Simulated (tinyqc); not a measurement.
Inputs raised by 10 %, one at a time: Keating valence-force model of a tetrahedral crystal. Computed by tinyqc, a small Python program. Command: `OMP_NUM_THREADS=1 python tinyqc.py 3020668 3020669 out.jsonl keating sens`. One thread of a shared host (Intel(R) Xeon(R) Processor @ 2.30GHz), about 0.08 s of CPU time with the checks.

Atom A sits at 0 and atom B at a/4 (1,1,1) of an fcc lattice; the four bonds from A are t = a/4 (1,1,1), a/4 (1,-1,-1), a/4 (-1,1,-1), a/4 (-1,-1,1), of length d = sqrt(3) a/4. Energy: E = (3 alpha/(8 d^2)) sum over bonds (r.r - d^2)^2 + (3 beta/(8 d^2)) sum over pairs of bonds at one atom (r_i.r_j + d^2/3)^2, with beta_A for the six pairs at A and beta_B for the six at B. The cell holds two atoms, Omega = a^3/4. 1 N/m = 1 J/m^2. With constants fitted to the elastic moduli this model puts optical and zone-boundary frequencies of real crystals too high, by up to about 20 % in elemental crystals and up to about 50 % in compounds, and mostly by more for TA modes; in compounds the lattice part of the static dielectric constant then comes out too low.

Inputs (values chosen for the exercise, modelled on cubic silicon carbide):

| quantity | value | unit |
|---|---|---|
| lattice constant a | 4.36 | angstrom |
| mass M_A | 28.086 | u |
| mass M_B | 12.011 | u |
| bond stretching alpha | 83.2 | N/m |
| bond bending beta_A | 32.8 | N/m |
| bond bending beta_B | 25.6 | N/m |
| Born charge Z* | 2.79 | e |
| eps_inf | 6.61 | - |

Structure: zinc blende.

Constants: nu for 1 eV/(angstrom^2 u) = 15.6333042 THz; 1 eV/angstrom^2 = 16.02176634 J/m^2; 1 THz = 33.35640952 1/cm; e^2/(4 pi eps_0) = 14.39964548 eV angstrom.

Method:
- beta = (beta_A + beta_B)/2; C11 = (alpha + 3 beta)/a, C12 = (alpha - beta)/a, C44 = 4 alpha beta/(a (alpha + beta)); with the two sublattices clamped C44(0) = (alpha + beta)/a; internal-strain parameter zeta = (alpha - beta)/(alpha + beta); B = (C11 + 2 C12)/3.
- beta = (beta_A + beta_B)/2; mu = M_A M_B/(M_A + M_B); lambda = 4 (alpha + beta)/mu with the springs in eV/angstrom^2; nu = 15.6333042 THz x sqrt(lambda).
- The long-range field adds 4 pi Z*^2 (e^2/(4 pi eps_0))/(eps_inf Omega mu) to lambda for the longitudinal mode at q -> 0; lambda = (nu/15.6333042 THz)^2; eps_0 = eps_inf (nu_LO/nu_TO)^2 (Lyddane-Sachs-Teller; here eps_0 is the static dielectric constant).
- With displacements u exp(i q.r), each bracket changes by g.u, where g = (g_A, g_B): bond t, g = (-2 t, 2 t exp(i q.t)); pair (i, j) at A, g = (-(t_i + t_j), t_i exp(i q.t_j) + t_j exp(i q.t_i)); pair at B, g = (-t_i exp(-i q.t_j) - t_j exp(-i q.t_i), t_i + t_j). Then D_mn = sum over the 4 bonds and 12 pairs of (4 k/a^2) conj(g_m) g_n / sqrt(M_m M_n), with k = alpha or beta converted to eV/angstrom^2. Only the short-range forces enter; the Coulomb field of the charges is left out.
- An eigenvalue lambda of D in eV/(angstrom^2 u) gives nu = 15.6333042 THz x sqrt(lambda).
- Take the lowest frequency at X = (1, 0, 0) 2 pi/a, the transverse acoustic (TA) mode.

Runs:

| input moved | from | to | internal-strain parameter zeta | nu_TO at G (THz) | nu_LO at G (THz) | TA frequency at X (THz) |
|---|---|---|---|---|---|---|
| base run | - | - | 0.4804 | 28.55 | 33.38 | 12.84 |
| lattice constant a (angstrom) | 4.36 | 4.796 | 0.4804 | 28.55 | 32.24 | 12.84 |
| mass M_A (u) | 28.086 | 30.8946 | 0.4804 | 28.16 | 32.92 | 12.33 |
| mass M_B (u) | 12.011 | 13.2121 | 0.4804 | 27.63 | 32.30 | 12.74 |
| bond stretching alpha (N/m) | 83.2 | 91.52 | 0.5162 | 29.59 | 34.27 | 12.90 |
| bond bending beta_A (N/m) | 32.8 | 36.08 | 0.4591 | 28.76 | 33.55 | 13.16 |
| Born charge Z* (e) | 2.79 | 3.069 | 0.4804 | 28.55 | 34.30 | 12.84 |
| eps_inf | 6.61 | 7.271 | 0.4804 | 28.55 | 32.97 | 12.84 |

Exponents ln(y'/y) / ln(x'/x):

| input | internal-strain parameter zeta | nu_TO at G | nu_LO at G | TA frequency at X |
|---|---|---|---|---|
| lattice constant a | 0.000 | 0.000 | -0.362 | 0.000 |
| mass M_A | 0.000 | -0.145 | -0.145 | -0.424 |
| mass M_B | 0.000 | -0.345 | -0.345 | -0.087 |
| bond stretching alpha | 0.754 | 0.375 | 0.277 | 0.045 |
| bond bending beta_A | -0.476 | 0.076 | 0.056 | 0.258 |
| Born charge Z* | 0.000 | 0.000 | 0.287 | 0.000 |
| eps_inf | 0.000 | 0.000 | -0.129 | 0.000 |

To which inputs is each result most sensitive?

Among the inputs moved here: internal-strain parameter zeta answers most in size to bond stretching alpha (exponent +0.754), next to bond bending beta_A (-0.476); its exponent is below 0.0005 for lattice constant a, mass M_A, mass M_B, Born charge Z*, eps_inf. nu_TO at G answers most in size to bond stretching alpha (exponent +0.375), next to mass M_B (-0.345); its exponent is below 0.0005 for lattice constant a, Born charge Z*, eps_inf. nu_LO at G answers most in size to lattice constant a (exponent -0.362), next to mass M_B (-0.345). TA frequency at X answers most in size to mass M_A (exponent -0.424), next to bond bending beta_A (+0.258); its exponent is below 0.0005 for lattice constant a, Born charge Z*, eps_inf.
